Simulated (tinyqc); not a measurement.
## Metal gate on a two-layer dielectric stack with fixed charge and a dipole: flat band against the thickness t2

Gate, layer 2, layer 1, p-type semiconductor; x runs from the gate inwards. Charges are counted in units of +q. psi is the band bending at the surface, positive towards inversion. Classical charge, Boltzmann statistics, no interface traps.

EOT = 3.9 (t1/e1 + t2/e2), Cox = eps0/(t1/e1 + t2/e2); phi_ms = pM - (chi + Eg - Vt ln(Nv/Na)). Vfb = phi_ms + Vd - (q/eps0) [Q1 (t1/e1 + t2/e2) + Q2 t2/e2 + r1 (t1^2/(2 e1) + t1 t2/e2) + r2 t2^2/(2 e2)]: each charge counts with its electrical distance from the gate. ni = sqrt(Nc Nv) exp(-Eg/(2 Vt)), Eg in volts, pB = Vt ln(Na/ni), Vth = Vfb + 2 pB + sqrt(4 q eps0 eps_r Na pB)/Cox.

Parameters, values chosen for the exercise; band and dielectric values close to those of germanium, layer 1 close to silicon dioxide, layer 2 close to zirconium oxide:
- T = 300 K (temperature)
- Eg = 0.648 eV (band gap)
- eps_r = 15.9 (relative permittivity)
- Nc = 1.03e19 cm^-3 (conduction-band density of states at T)
- Nv = 6.04e18 cm^-3 (valence-band density of states at T)
- chi = 4.05 eV (electron affinity)
- Na = 1.2e17 cm^-3 (acceptor density)
- pM = 5.09 eV (work function of the gate metal)
- t1 = 1.7 nm (thickness of layer 1, next to the semiconductor)
- e1 = 3.93 (relative permittivity of layer 1)
- e2 = 24.3 (relative permittivity of layer 2)
- Q1 = 1.1e12 cm^-2 (fixed charge at the semiconductor interface)
- Q2 = 2.8e12 cm^-2 (fixed charge between the layers)
- r1 = 0 cm^-3 (uniform charge density in layer 1)
- r2 = -4.2e18 cm^-3 (uniform charge density in layer 2)
- Vd = 0.4 V (flat-band shift by a dipole layer between the layers)

Constants: q = 1.602176634e-19 C, kB = 1.380649e-23 J/K, Vt = kB T/q, eps0 = 8.8541878128e-14 F/cm where lengths are in cm. Results are converted to the units shown.

Result of one run:

| t2 (nm) | EOT (nm) | Vfb (V) | Vth (V) |
|---|---|---|---|
| 3 | 2.169 | 0.7342 | 1.262 |

What becomes of these results when the thickness of layer 2, next to the gate t2 is changed from 3 to 7 nm, all else the same?

Result of the changed run:

| t2 (nm) | EOT (nm) | Vfb (V) | Vth (V) |
|---|---|---|---|
| 7 | 2.810 | 0.6805 | 1.237 |

The whole series:

| t2 (nm) | EOT (nm) | Vfb (V) | Vth (V) |
|---|---|---|---|
| 1 | 1.848 | 0.7797 | 1.293 |
| 2 | 2.008 | 0.7554 | 1.276 |
| 3 | 2.169 | 0.7342 | 1.262 |
| 4 | 2.329 | 0.7161 | 1.251 |
| 5 | 2.489 | 0.7011 | 1.243 |
| 6 | 2.650 | 0.6893 | 1.238 |
| 7 | 2.810 | 0.6805 | 1.237 |
| 8 | 2.971 | 0.6750 | 1.238 |

Vfb falls from 0.780 to 0.675 V and Vth goes from 1.293 through a minimum of 1.237 (at t2 = 7 nm among the rows listed) to 1.238 V. The slope dVfb/dEOT is -152 mV/nm between the first two rows and -34.8 between the last two: the charge inside the growing layer bends the line. A line through the end rows meets EOT = 0 at 0.952 V, against phi_ms + Vd = 0.893 V; an effective work function read from it is off by 459 mV from pM.

Numbers from tinyqc (`OMP_NUM_THREADS=1 python tinyqc.py 2010039 2010040 out.jsonl`; about 0.01 s on one thread of a shared Intel Xeon 2.30GHz).
